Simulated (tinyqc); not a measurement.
Inside a calculation. Method: one-electron ion in a basis of Gaussians. One step of it, computed by the program tinyqc.

Question. Matrices over normalised Gaussians. With p = a_i + a_j and I(k) = Gamma((k+1)/2) / (2 p^((k+1)/2)): S = I(2l+2), T = (2l+3) a_i a_j S / p, V = -Z I(2l+1), each divided by sqrt(S_ii S_jj).

exponents of r^l exp(-a r^2) (1/bohr^2): 0.398300  0.622300  0.972400  1.519000  2.374000  3.710000  5.796000

Z = 2

l = 0

Give: S; T; V.

Answer.

S:
```
       1      2      3      4      5      6      7
1  1.000  0.964  0.865  0.731  0.588  0.455  0.344
2  0.964  1.000  0.964  0.865  0.731  0.587  0.455
3  0.865  0.964  1.000  0.964  0.865  0.731  0.588
4  0.731  0.865  0.964  1.000  0.964  0.865  0.731
5  0.588  0.731  0.865  0.964  1.000  0.964  0.865
6  0.455  0.587  0.731  0.865  0.964  1.000  0.964
7  0.344  0.455  0.588  0.731  0.865  0.964  1.000
```

T (hartree):
```
       1      2      3      4      5      6      7
1  0.597  0.702  0.734  0.692  0.601  0.491  0.384
2  0.702  0.933  1.097  1.146  1.081  0.939  0.768
3  0.734  1.097  1.459  1.714  1.791  1.689  1.468
4  0.692  1.146  1.714  2.279  2.678  2.797  2.638
5  0.601  1.081  1.791  2.678  3.561  4.185  4.372
6  0.491  0.939  1.689  2.797  4.185  5.565  6.540
7  0.384  0.768  1.468  2.638  4.372  6.540  8.694
```

V (hartree):
```
        1       2       3       4       5       6       7
1  -2.014  -2.197  -2.286  -2.284  -2.208  -2.082  -1.930
2  -2.197  -2.518  -2.746  -2.858  -2.855  -2.760  -2.603
3  -2.286  -2.746  -3.147  -3.433  -3.572  -3.568  -3.450
4  -2.284  -2.858  -3.433  -3.933  -4.291  -4.465  -4.460
5  -2.208  -2.855  -3.572  -4.291  -4.917  -5.364  -5.582
6  -2.082  -2.760  -3.568  -4.465  -5.364  -6.147  -6.705
7  -1.930  -2.603  -3.450  -4.460  -5.582  -6.705  -7.684
```
